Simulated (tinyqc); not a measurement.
Smearing for a one-band metal on the bcc lattice: sweeps and comparisons. A value that a table varies takes the place of the one given here.

Lattice vectors (units of a): a1 = (-1/2, 1/2, 1/2), a2 = (1/2, -1/2, 1/2), a3 = (1/2, 1/2, -1/2). E(k) = -t A_1(k) - t2 A_2(k), A_m the sum of cos(k . R) over the 8 nearest and 6 second lattice vectors. Mesh k = sum (j_i/N) b_i, j_i = 0 .. N-1.

With x = (E_k - mu)/sigma: Fermi-Dirac f = 1/(1 + exp(x)), s = -f ln f - (1 - f) ln(1 - f); Gaussian f = erfc(x)/2, s = exp(-x^2)/(2 sqrt(pi)); Methfessel-Paxton (first order) f = erfc(x)/2 - x exp(-x^2)/(2 sqrt(pi)), s = (1 - 2 x^2) exp(-x^2)/(4 sqrt(pi)); cold (Marzari-Vanderbilt) with y = x + 1/sqrt(2), f = erfc(y)/2 + exp(-y^2)/sqrt(2 pi), s = y exp(-y^2)/sqrt(2 pi). With weights w = points/N^d (d the dimension), mu solves 2 sum w f = ne; E = 2 sum w f E_k, S = 2 sum w s, F = E - sigma S.

With x = (E_k - mu)/sigma: Gaussian f = erfc(x)/2, s = exp(-x^2)/(2 sqrt(pi)); Methfessel-Paxton (first order) f = erfc(x)/2 - x exp(-x^2)/(2 sqrt(pi)), s = (1 - 2 x^2) exp(-x^2)/(4 sqrt(pi)). With weights w = points/N^d (d the dimension), mu solves 2 sum w f = ne; E = 2 sum w f E_k, S = 2 sum w s, F = E - sigma S.

With x = (E_k - mu)/sigma: Gaussian f = erfc(x)/2, s = exp(-x^2)/(2 sqrt(pi)). With weights w = points/N^d (d the dimension), mu solves 2 sum w f = ne; E = 2 sum w f E_k, S = 2 sum w s, F = E - sigma S.

Parameters, chosen for this exercise:

| symbol | value | unit | meaning |
|---|---|---|---|
| t | 1.25 | eV | nearest hopping |
| t2 | -0.34 | eV | second hopping |
| ne | 1.21 |  | electrons per cell |
| N | 5 |  | unshifted mesh |
| sigma | 0.25 | eV | width |

## Error of each scheme against the width

All on the dense mesh N = 40. The reference is F of first-order Methfessel-Paxton smearing with sigma = 0.05 t on the mesh N = 40; it moves by 0.21 meV on the mesh N = 50; in three dimensions such meshes can agree by chance and the reference may be off by about 1 meV, so smaller errors are not resolved.

Errors (meV per cell):

| sigma (eV) | FD F | FD (E+F)/2 | Gauss F | Gauss (E+F)/2 | MP F | cold F |
|---|---|---|---|---|---|---|
| 0.125 | -5.67 | 0.14 | -0.82 | 0.01 | 0.01 | 0.08 |
| 0.188 | -13.02 | 0.32 | -1.88 | 0.05 | 0.06 | 0.21 |
| 0.250 | -23.47 | 0.54 | -3.39 | 0.09 | 0.10 | 0.42 |
| 0.375 | -53.59 | 0.57 | -7.77 | 0.17 | 0.22 | 1.20 |
| 0.500 | -95.33 | -0.96 | -13.99 | 0.31 | 0.46 | 2.75 |
| 0.750 | -209.16 | -11.42 | -32.04 | 0.68 | 1.33 | 8.22 |
| 1.000 | -356.46 | -33.10 | -57.58 | 0.83 | 2.44 | 15.73 |

reference = -2.76269 eV

Doubling sigma from 0.250 to 0.500 eV multiplies the error of F by 4.1 (Fermi-Dirac) and 4.1 (Gaussian); a pure sigma^2 term would give 4. At the smallest width Fermi-Dirac errs 6.9 times as much as Gaussian, against 2 pi^2/3 = 6.6 for the ratio of the sigma^2 terms at equal sigma. At the largest width the sizes of the errors rank Gauss (E+F)/2 0.8, MP F 2.4, cold F 15.7, FD (E+F)/2 33.1, Gauss F 57.6, FD F 356.5 meV; below about 1 meV this order, and the ratios at the smallest width, carry the noise of the mesh.

## Mesh against width

Gaussian smearing, (E + F)/2. The reference is F of first-order Methfessel-Paxton smearing with sigma = 0.05 t on the mesh N = 40; it moves by 0.21 meV on the mesh N = 50; in three dimensions such meshes can agree by chance and the reference may be off by about 1 meV, so smaller errors are not resolved.

Errors (meV per cell):

| N | sigma = 0.05 t | sigma = 0.15 t | sigma = 0.4 t |
|---|---|---|---|
| 4 | 256.43 | 244.51 | 214.85 |
| 6 | 56.17 | 55.33 | 60.99 |
| 8 | 39.66 | 37.60 | 32.84 |
| 12 | 14.11 | 12.74 | 9.12 |
| 16 | 2.72 | 2.76 | 2.22 |
| 24 | -0.01 | -0.19 | -0.01 |

reference = -2.76269 eV

First N from which the value stays within 2 meV of its last entry (which need not be the best one): none before the last for sigma = 0.05 t, none before the last for sigma = 0.15 t, none before the last for sigma = 0.4 t. At the last mesh the errors are -0.01, -0.19 and -0.01 meV. The 2 meV bar does not tell the widths apart. The smallest error belongs to 0.05 t on 0, 0.15 t on 1, 0.4 t on 5 of the 6 meshes.

## What moves the results of Gaussian smearing

All sums formed anew. Each row changes one parameter from the base and keeps the others.

Results:

| case | mu (eV) | E (eV) | S | F (eV) |
|---|---|---|---|---|
| base | -0.1060 | -2.7550 | 0.1081 | -2.7820 |
| N = 10 | -0.0174 | -2.7351 | 0.0534 | -2.7484 |
| sigma = 0.5 eV | -0.0944 | -2.7550 | 0.1082 | -2.8091 |
| ne = 1.31 | 0.0228 | -2.7668 | 0.0790 | -2.7865 |
| t2 = -0.215 eV | 0.2212 | -2.6815 | 0.1081 | -2.7085 |
| t = 1.375 eV | -0.0288 | -3.0105 | 0.1081 | -3.0375 |

The largest shifts from the base row, up to three for each result and ties (the steps differ in size, so this ranks the rows, not the parameters). mu (eV): t2 +0.3273, ne +0.1288, N +0.0887. E (eV): t -0.2555, t2 +0.0735, N +0.0199; unchanged at the printed digits by sigma. S: N -0.0547, ne -0.0291, sigma +0.0001; unchanged at the printed digits by t2 and t. F (eV): t -0.2555, t2 +0.0735, N +0.0336.

Computed by tinyqc, a small Python program: `OMP_NUM_THREADS=1 python tinyqc.py 1650951 1650952 out.jsonl` (the numbers bound the seed that draws the inputs); one thread of a shared host (Intel(R) Xeon(R) Processor @ 2.30GHz), about 0.2 s for the whole set of steps.
